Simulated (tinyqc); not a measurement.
# Quantum point contact as a saddle point: differential conductance at finite bias

Potential V0 - m wx^2 x^2/2 + m wy^2 y^2/2; energies are counted from V0. Mode n = 0, 1, ... transmits T_n(E) = 1/(1 + exp(-2 pi (E - E_n)/wx)), E_n = wy (n + 1/2); each mode carries 2 q^2/h.

g(T) = int g(E) (-df/dE) dE = int g(mu + x kB T) dx/(4 cosh^2(x/2)), g(E) the zero-temperature value at E, g = G/(2 q^2/h). With the bias V split evenly and the saddle held fixed, dI/dV = [g(mu + V/2) + g(mu - V/2)]/2, each thermally averaged.

Parameters, values chosen for the exercise:
```
symbol,value,unit,meaning
T,1.5,K,temperature
wy,2.9,meV,transverse quantum hbar wy
wx,2.6,meV,curvature of the barrier hbar wx
mu,8.96,meV,Fermi level above the saddle point
```

Constants: q = 1.602176634e-19 C, kB = 1.380649e-23 J/K, Vt = kB T/q. Results are converted to the units shown.

Results:

| V (mV) | g(mu + V/2) | g(mu - V/2) | dI/dV |
|---|---|---|---|
| 0 | 3.042 | 3.042 | 3.042 |
| 0.58 | 3.104 | 2.995 | 3.050 |
| 1.16 | 3.196 | 2.946 | 3.071 |
| 1.74 | 3.325 | 2.880 | 3.102 |
| 2.32 | 3.483 | 2.781 | 3.132 |
| 2.9 | 3.644 | 2.644 | 3.144 |
| 3.48 | 3.781 | 2.483 | 3.132 |
| 4.64 | 3.946 | 2.196 | 3.071 |
| 5.22 | 3.995 | 2.104 | 3.050 |
| 5.8 | 4.042 | 2.042 | 3.042 |
| 6.38 | 4.104 | 1.995 | 3.050 |

Estimate the missing row, V = 4.06 mV.

Computed row:

| V (mV) | g(mu + V/2) | g(mu - V/2) | dI/dV |
|---|---|---|---|
| 4.06 | 3.880 | 2.325 | 3.102 |

With this row back in the table: dI/dV moves up and down between 3.04 and 3.14 in units of 2 q^2/h. Right-movers gain modes (3.04 to 4.10) while left-movers lose them (3.04 to 2.00).

Numbers from tinyqc (`OMP_NUM_THREADS=1 python tinyqc.py 2740132 2740133 out.jsonl`; about 0.04 s on one thread of a shared Intel Xeon 2.30GHz).
